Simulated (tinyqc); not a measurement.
Specific resistance of a metal-semiconductor contact and its transmission-line measurement: one step, computed by the program tinyqc.

The barrier is parabolic (depletion approximation), energies E are normal energies counted from the band edge in the neutral semiconductor (downwards for holes), and the bias is zero. xi is an input, held fixed when other inputs move.

Question. Transmission and supply. WKB transmission for E < E_b, with a = E/E_b: D = exp{-(E_b/E_00) [sqrt(1 - a) - a ln((1 + sqrt(1 - a))/sqrt(a))]}; D = 1 above. f = 1/(1 + exp((E - xi)/k_B T)).

Inputs (values chosen for the exercise, modelled on n-type In0.53Ga0.47As): Fermi level above the band edge in the bulk, xi = 0.45 eV; temperature T = 300 K.

Image-force lowering: included.

barrier used, above the bulk band edge = 0.5119461 eV

E_00 = 106.1716 meV

Constants: k_B = 8.617333262e-05 eV/K.

Give: E, D, f and D f at E/E_b = 0.05, 0.15, 0.3, 0.45, 0.6, 0.75, 0.9, 0.98.

Answer.

E, D, f and D f at E/E_b = 0.05, 0.15, 0.3, 0.45, 0.6, 0.75, 0.9, 0.98:
```
E/E_b   E (eV)        D        f      D f
0.05   0.02560  0.01538  1.00000  0.01538
0.15   0.07679  0.03737  1.00000  0.03737
0.30   0.15358  0.10187  0.99999  0.10187
0.45   0.23038  0.22184  0.99980  0.22179
0.60   0.30717  0.40951  0.99603  0.40788
0.75   0.38396  0.65415  0.92788  0.60697
0.90   0.46075  0.90142  0.39750  0.35832
0.98   0.50171  0.99091  0.11919  0.11811
```
